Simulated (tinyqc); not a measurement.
Worked calculation: order-disorder in a binary alloy on two sublattices: Bragg-Williams and pair (quasi-chemical) approximations. Computed by tinyqc, a small Python program that keeps every step. Command: `OMP_NUM_THREADS=1 python tinyqc.py 3020857 3020858 out.jsonl order walk`. One thread of a shared host (Intel(R) Xeon(R) Processor @ 2.30GHz), about 0.01 s of CPU time with the checks. Intermediate numbers are printed to about 5 digits and carried at full precision; extremes and crossings named in words are read from the listed rows.

All z = 8 neighbours of a site lie on the other sublattice. B fills the sublattices with x + eta/2 and x - eta/2; energies are per site, from the pure components: u = -z w y with y the probability of an A-B bond taken in one order.

Inputs (values chosen for the exercise, for a model alloy): ordering energy w = (e_AA + e_BB)/2 - e_AB = 10.8 meV; fraction x of B = 0.45; temperature T = 418 K.

Lattice: bcc (B2 order, z = 8). Method: plain iteration, 400 steps.

scattering factors f_A, f_B (electrons): 30  60

Constants: k_B = 8.617333262e-05 eV/K.

## Critical temperatures

Bragg-Williams: k_B T_c = 2 z w x (1 - x). Pair approximation at x = 1/2: k_B T_c = w/ln(z/(z - 2)).

T_c, Bragg-Williams = 496.30 K

T_c, pair approximation at x = 1/2 = 435.65 K

At x = 1/2 the pair value is 0.869 of the Bragg-Williams one; the ratio tends to 1 as z grows.

## Long-range order, Bragg-Williams

Bragg-Williams: u = -z w [x (1 - x) + eta^2/4]; minimising f gives ln[a (1 - b)/(b (1 - a))] = 2 z w eta/(k_B T) =: ln Q, a = x + eta/2, b = x - eta/2. For given Q this is a quadratic for eta, (Q - 1) eta^2/4 - (Q + 1) eta/2 + (Q - 1) x (1 - x) = 0, smaller root: the map eta -> phi(eta). Plain iteration eta = phi(eta), 400 steps at most; start at 0.999 times 2x; stop when |phi - eta| < 1e-10.

Iteration:
```
step      eta  phi(eta)    phi - eta
1     0.89910   0.77214  -1.2696e-01
2     0.77214   0.71356  -5.8581e-02
3     0.71356   0.68092  -3.2642e-02
4     0.68092   0.66111  -1.9816e-02
5     0.66111   0.64850  -1.2610e-02
6     0.64850   0.64024  -8.2553e-03
7     0.64024   0.63474  -5.5022e-03
...       ...       ...          ...
49    0.62299   0.62299  -9.1834e-10
50    0.62299   0.62299  -6.3450e-10
51    0.62299   0.62299  -4.3838e-10
52    0.62299   0.62299  -3.0289e-10
53    0.62299   0.62299  -2.0927e-10
54    0.62299   0.62299  -1.4459e-10
55    0.62299   0.62299  -9.9899e-11
```

order parameter eta = 0.62299

last residual = 9.9899e-11

Converged: eta is 69.2 % of its largest value 2x. Caution: T is near or above the T_c of the better pair approximation, so the true long-range order is lower than Bragg-Williams gives.

## Energy, entropy and site fractions

a = x + eta/2, b = x - eta/2; u = -z w [x (1 - x) + eta^2/4]; s/k_B = [s2(a) + s2(b)]/2, s2(c) = -c ln c - (1 - c) ln(1 - c); gain on ordering = f(eta) - f(0), f = u - T s. Superlattice over fundamental intensity = [eta (f_B - f_A)/2]^2/[(1 - x) f_A + x f_B]^2.

B fraction on its own sublattice = 0.76149

B fraction on the A sublattice = 0.13851

energy u = -29.767 meV/site

entropy s = 0.47580 k_B/site

gain on ordering = -0.73461 meV/site

intensity ratio = 0.046149

A on the B sublattice: 0.2385, of which 0.1000 is forced by composition.

## Short-range order at the Bragg-Williams T_c

Quasi-chemical disordered state, with T here the Bragg-Williams T_c and not the input T: y^2/[(1 - x - y)(x - y)] = exp(2 w/(k_B T)) =: E, so y = 2 x (1 - x)/(1 + r), r = sqrt(1 - 4 x (1 - x)(1 - 1/E)); Warren-Cowley alpha = 1 - y/(x (1 - x)); u = -z w y.

bond probability y = 0.27819

alpha of the disordered state at the Bragg-Williams T_c = -0.12398

energy of the disordered state = -24.035 meV/site

Short-range order already holds 15 % of the full ordering energy z w x^2, counted from the random alloy at -z w x (1 - x); Bragg-Williams puts none there.

## Both approximations at x = 1/2

At x = 1/2 the alloy is an Ising model with K = w/(2 k_B T). Bragg-Williams: eta = tanh(z K eta), neighbour correlation -eta^2. Pair: h = (z - 1) artanh(tanh K tanh h), eta = tanh(z h/(z - 1)), correlation -(tanh K + tanh^2 h)/(1 + tanh K tanh^2 h). T is given in units of the Bragg-Williams T_c at x = 1/2, z w/(2 k_B).

Order and neighbour correlation:
```
T/T_c   T (K)  eta, Bragg-Williams  correlation, Bragg-Williams  eta, pair  correlation, pair
0.30   150.39              0.99741                     -0.99483    0.99734           -0.99472
0.45   225.59              0.97398                     -0.94863    0.97096           -0.94434
0.55   275.72              0.93553                     -0.87521    0.92253           -0.85847
0.65   325.85              0.87207                     -0.76050    0.83171           -0.71522
0.75   375.99              0.77552                     -0.60143    0.66642           -0.50270
0.85   426.12              0.62950                     -0.39627    0.28927           -0.20895
0.95   476.25              0.37949                     -0.14401    0.00000           -0.13082
1.10   551.45              0.00000                      0.00000    0.00000           -0.11315
1.50   751.97              0.00000                      0.00000    0.00000           -0.08314
```

The pair approximation loses long-range order between T/T_c = 0.85 and 0.95, at 436 K, and keeps a correlation of -0.083 in the last row. At its own T_c the correlation is -1/(z - 1) = -0.143, so the fewer the neighbours, the more of the ordering energy is released above T_c.

Checks made by the program: eta against bracketed root finding (relative difference 5e-10).
